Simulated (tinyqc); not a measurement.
Inside a calculation. Model: precursor delivery and alloy composition in metal-organic vapour-phase epitaxy. Computed by tinyqc, a small Python program that keeps every step. Command: `OMP_NUM_THREADS=1 python tinyqc.py 3021181 3021182 out.jsonl movpe walk`. One thread of a shared host (Intel(R) Xeon(R) Processor @ 2.30GHz), about 0.01 s of CPU time with the checks. Intermediate numbers are printed to about 5 digits and carried at full precision; extremes and crossings named in words are read from the listed rows.

Carrier gas leaves each bubbler saturated. Group-III species cross a boundary layer and react at the surface; element 2 can also desorb. The film is (1)_(1-x) (2)_x V with a zinc-blende cell.

Inputs (values chosen for the exercise, close to those used for InGaP from TEGa and TMIn):

| quantity | value | unit |
|---|---|---|
| source 1: a in log10(p/torr) = a - b/T | 8.08 | - |
| source 1: b | 2162 | K |
| source 1: bath temperature | 21 | C |
| source 1: carrier flow | 6.1 | sccm |
| source 2: a | 10.52 | - |
| source 2: b | 3014 | K |
| source 2: bath temperature | 25 | C |
| source 2: carrier flow | 130 | sccm |
| bubbler pressure p_b | 600 | torr |
| group-V hydride flow | 140 | sccm |
| total flow | 16 | slm |
| reactor pressure p | 40 | torr |
| diffusivity D0 at 273.15 K and 760 torr | 0.37 | cm^2/s |
| boundary layer delta | 0.72 | cm |
| prefactor of the surface rate k_s | 3.9e+13 | cm/s |
| energy of k_s | 1.91 | eV |
| prefactor of the loss of element 2 | 1.4e+15 | layers/s |
| energy of the loss | 3.09 | eV |
| lattice constant a | 5.65 | angstrom |
| growth temperature T | 650 | C |

Constants: k_B = 1.380649e-23 J/K; k_B = 8.617333262e-05 eV/K.

## Molar flows

Temperatures in kelvin are T(C) + 273.15. Vapour pressure p_v = 10^(a - b/T); precursor flow = carrier flow x p_v/(p_b - p_v); 1 sccm = 44.615 micromol/min; V/III = hydride flow over the sum of both; gas share x_g = F2/(F1 + F2).

vapour pressures (torr): source 1 5.3704, source 2 2.5763

molar flows (micromol/min): F1 2.4579, F2 25.011

V/III ratio = 227.39

gas share x_g = 0.91052

The slope of F2 with the temperature of bath 2 is b ln(10)/T^2 x p_b/(p_b - p_v) = 7.8 % per kelvin.

## Transport to the surface

Partial pressure p_i = p F_i/(44615 x total flow in slm); density n_i = p_i/(k_B T), 1 torr = 133.322 Pa; D = D0 (T/273.15)^1.75 (760/p), h = D/delta, the same for both; k_s = prefactor x exp(-energy/(k_B T)); arrival J_i = n_i/(1/h + 1/k_s); in layers per second g_i = J_i a^2/2 (two group-III sites per a^2 on (001)).

densities (1/cm^3): n1 1.4407e+12, n2 1.4660e+13

h = 82.252 cm/s

k_s = 1458.0 cm/s

arrival rates (layers/s): g1 0.17904, g2 1.8219

Growth is transport-limited.

## Composition and growth rate

Loss of element 2 is r x with r = prefactor x exp(-energy/(k_B T)). Then x = (g2 - r x)/(g1 + g2 - r x), or r x^2 - (g1 + g2 + r) x + g2 = 0, smaller root; growth rate G = g1/(1 - x) layers/s; one layer is a/2 thick, 1 angstrom/s = 0.36 um/h. Distribution coefficient = [x/(1 - x)]/[x_g/(1 - x_g)], x_g = g2/(g1 + g2).

loss rate r = 0.018915 layers/s

solid share x = 0.90974

growth rate G = 2.0174 um/h

distribution coefficient = 0.99055

Desorption is negligible, so the solid copies the gas. Caution: the lattice constant is held fixed as x changes, delta does not respond to the flow, both precursors share one D and k_s, and gas-phase side reactions are left out.

## Three regimes over temperature

The formulas are those given above.

Growth:

| T (C) | k_s/h | r (layers/s) | x | G (um/h) |
|---|---|---|---|---|
| 450 | 3.5507e-02 | 4.0860e-07 | 0.91052 | 0.0614 |
| 500 | 2.2927e-01 | 1.0092e-05 | 0.91052 | 0.3510 |
| 550 | 1.1721e+00 | 1.6883e-04 | 0.91051 | 1.0643 |
| 600 | 4.9410e+00 | 2.0455e-03 | 0.91042 | 1.7129 |
| 650 | 1.7726e+01 | 1.8915e-02 | 0.90974 | 2.0174 |
| 700 | 5.5496e+01 | 1.3917e-01 | 0.90498 | 2.0688 |
| 750 | 1.5473e+02 | 8.4250e-01 | 0.86796 | 1.5635 |
| 800 | 3.9053e+02 | 4.3124e+00 | 0.45714 | 0.3957 |
| 850 | 9.0440e+02 | 1.9087e+01 | 0.11519 | 0.2516 |

G peaks at 700 C among these rows. Between the first rows the apparent energy is 1.68 eV, against 1.91 eV for k_s, which controls there; k_s passes h between 500 and 550 C, well above which G depends weakly on T until desorption sets in. Among these rows x stays within 2 % of x_g up to 700 C and then falls, to 0.12 in the last row, as element 2 desorbs. Caution: in these rows, too, a is fixed and both precursors share one D and k_s.

Checks made by the program: balance of element 2 (relative difference below 1e-10).
